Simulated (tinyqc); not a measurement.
Worked calculation: plane-wave Kohn-Sham cycle with exchange-only LDA in a layered model solid. Computed by tinyqc, a small Python program that keeps every step. Settings: points = 16, plane-wave index or count = 2, electrons = 2, k points = 2, area = 21.0, mixing = 0.8, iteration cap = 71, Kerker q0 = 1.37. Command: `OMP_NUM_THREADS=1 python tinyqc.py 22046 22047 out.jsonl` (the two numbers bound the seeds that draw the settings). One thread of a shared host (Intel(R) Xeon(R) Processor @ 2.60GHz), about 0.03 s of CPU time with the checks. Later iterations appear only in the table of the cycle.

## Iteration 1: potential

A solid whose potential varies along x alone (atomic units):
```
parameter,value
period a,16.400000
cross-section of the cell,21.000000
electrons per cell,2
grid points,16
"plane waves -n..n, n",2
k points,2
V1 in V1 cos(2 pi x/a),-0.560000
V2 in V2 cos(4 pi x/a),0.170000
```

density at the start, on the grid x_j = j a/N (e/bohr^3): 0.00580720  0.00580720  0.00580720  0.00580720  0.00580720  0.00580720  0.00580720  0.00580720  0.00580720  0.00580720  0.00580720  0.00580720  0.00580720  0.00580720  0.00580720  0.00580720

V_H(G) = 4 pi rho(G)/G^2 for G != 0 (uniform background); v_x = -(3 rho/pi)^(1/3); V = V_ext + V_H + v_x; Fourier components f(G_m) = (1/N) sum_j f(x_j) exp(-i G_m x_j).

Potentials on the grid (hartree):
```
x,V_ext,V_H,v_x,V
0.000000,-0.390000,0.000000,-0.177003,-0.567003
1.025000,-0.397164,0.000000,-0.177003,-0.574167
2.050000,-0.395980,0.000000,-0.177003,-0.572982
3.075000,-0.334511,0.000000,-0.177003,-0.511513
4.100000,-0.170000,0.000000,-0.177003,-0.347003
5.125000,0.094095,0.000000,-0.177003,-0.082908
6.150000,0.395980,0.000000,-0.177003,0.218977
7.175000,0.637581,0.000000,-0.177003,0.460578
8.200000,0.730000,0.000000,-0.177003,0.552997
9.225000,0.637581,0.000000,-0.177003,0.460578
10.250000,0.395980,0.000000,-0.177003,0.218977
11.275000,0.094095,0.000000,-0.177003,-0.082908
12.300000,-0.170000,0.000000,-0.177003,-0.347003
13.325000,-0.334511,0.000000,-0.177003,-0.511513
14.350000,-0.395980,0.000000,-0.177003,-0.572982
15.375000,-0.397164,0.000000,-0.177003,-0.574167
```

V(G_m), m = 0, 1, 2, ... (hartree): -0.177003  -0.280000  0.085000  0.000000  0.000000

## Iteration 1: Hamiltonian at one k

k = 0.250000 2 pi / a

H(m,m') = (k + G_m)^2/2 delta + V(G_m - G_m'), with V(-G) = V(G).

H (hartree):
```
,-2,-1,+0,+1,+2
-2,0.047757,-0.280000,0.085000,0.000000,0.000000
-1,-0.280000,-0.135720,-0.280000,0.085000,0.000000
+0,0.085000,-0.280000,-0.172416,-0.280000,0.085000
+1,0.000000,0.085000,-0.280000,-0.062329,-0.280000
+2,0.000000,0.000000,0.085000,-0.280000,0.194539
```

## Iteration 1: levels at that k

Diagonalise the Hermitian matrix.

eigenvalues (hartree): -0.515137  -0.351943  -0.079630  0.282518  0.536023

## Iteration 1: new density

Motion across x is left out: the lowest 1 band(s) hold two electrons at each of the k points (j + 1/2)/nk - 1/2. Residual R = rho(out) - rho(in); rho(new) = rho(in) + 0.8 R, with R(G) scaled by G^2/(G^2 + 1.37^2) (Kerker). rho(out) = 2/(a A nk) sum |psi|^2 with psi = sum c exp(i G x). Harris energy E = band energy - dV sum rho (V_H/2 + v_x) + (3/4) dV sum rho v_x with rho(in), dV = a A/N, band energy = (2/nk) sum of the filled levels.

rho(out) (e/bohr^3): 0.02066865  0.01784029  0.01134987  0.00513332  0.00152891  0.00025462  0.00001557  0.00000057  0.00000026  0.00000057  0.00001557  0.00025462  0.00152891  0.00513332  0.01134987  0.01784029

density after iteration 1 (e/bohr^3): 0.00761746  0.00703916  0.00585725  0.00506336  0.00502328  0.00536414  0.00564645  0.00576215  0.00578619  0.00576215  0.00564645  0.00536414  0.00502328  0.00506336  0.00585725  0.00703916

energy per cell = -0.94177270 hartree

## Iteration 2: potential

As before.

Potentials on the grid (hartree):
```
x,V_ext,V_H,v_x,V
0.000000,-0.390000,0.067481,-0.193758,-0.516277
1.025000,-0.397164,0.056204,-0.188726,-0.529686
2.050000,-0.395980,0.029353,-0.177510,-0.544137
3.075000,-0.334511,0.001371,-0.169097,-0.502237
4.100000,-0.170000,-0.017667,-0.168650,-0.356317
5.125000,0.094095,-0.026774,-0.172381,-0.105061
6.150000,0.395980,-0.029945,-0.175354,0.190681
7.175000,0.637581,-0.030800,-0.176544,0.430237
8.200000,0.730000,-0.030963,-0.176789,0.522249
9.225000,0.637581,-0.030800,-0.176544,0.430237
10.250000,0.395980,-0.029945,-0.175354,0.190681
11.275000,0.094095,-0.026774,-0.172381,-0.105061
12.300000,-0.170000,-0.017667,-0.168650,-0.356317
13.325000,-0.334511,0.001371,-0.169097,-0.502237
14.350000,-0.395980,0.029353,-0.177510,-0.544137
15.375000,-0.397164,0.056204,-0.188726,-0.529686
```

V(G_m), m = 0, 1, 2, ... (hartree): -0.176692  -0.259713  0.089801  -0.000009  0.000016

## Iteration 2: Hamiltonian at one k

k = 0.250000 2 pi / a

As before.

H (hartree):
```
,-2,-1,+0,+1,+2
-2,0.048068,-0.259713,0.089801,-0.000009,0.000016
-1,-0.259713,-0.135409,-0.259713,0.089801,-0.000009
+0,0.089801,-0.259713,-0.172105,-0.259713,0.089801
+1,-0.000009,0.089801,-0.259713,-0.062019,-0.259713
+2,0.000016,-0.000009,0.089801,-0.259713,0.194849
```

## Iteration 2: levels at that k

As before.

eigenvalues (hartree): -0.479650  -0.337874  -0.082225  0.263645  0.509488

## Iteration 2: new density

As before.

rho(out) (e/bohr^3): 0.01973972  0.01725864  0.01143596  0.00558025  0.00188709  0.00038945  0.00003586  0.00000046  0.00000007  0.00000046  0.00003586  0.00038945  0.00188709  0.00558025  0.01143596  0.01725864

density after iteration 2 (e/bohr^3): 0.00888696  0.00798203  0.00607441  0.00466664  0.00442949  0.00491109  0.00541511  0.00566904  0.00573260  0.00566904  0.00541511  0.00491109  0.00442949  0.00466664  0.00607441  0.00798203

energy per cell = -0.87398484 hartree

## Convergence

Stop when sqrt(dV sum R^2) is below 1e-8, dV = a A/N.

Course of the cycle:
```
iteration,E (hartree),norm of the residual
1,-0.94177270,1.34e-01
2,-0.87398484,1.18e-01
3,-0.81851011,1.05e-01
4,-0.77363518,9.34e-02
5,-0.73752159,8.36e-02
6,-0.70853763,7.50e-02
7,-0.68530946,6.76e-02
8,-0.66670846,6.10e-02
9,-0.65182122,5.52e-02
10,-0.63991505,4.99e-02
11,-0.63040425,4.52e-02
...,...,...
61,-0.59515313,1.67e-04
62,-0.59515338,1.49e-04
63,-0.59515359,1.34e-04
64,-0.59515377,1.20e-04
65,-0.59515392,1.07e-04
66,-0.59515405,9.60e-05
67,-0.59515416,8.61e-05
68,-0.59515426,7.71e-05
69,-0.59515433,6.91e-05
70,-0.59515440,6.20e-05
71,-0.59515445,5.55e-05
```

Not converged within 71 iterations: the residual falls steadily but slowly, by a factor of about 0.90 a step. Reruns (cap 100 unless said): mixing 0.1: not converged; mixing 0.5, Kerker q0 1.0: not converged; mixing 0.3, Pulay depth 5: converged in 23 (E = -0.59515); the original settings with a cap of 400: converged in 152 (E = -0.59515).
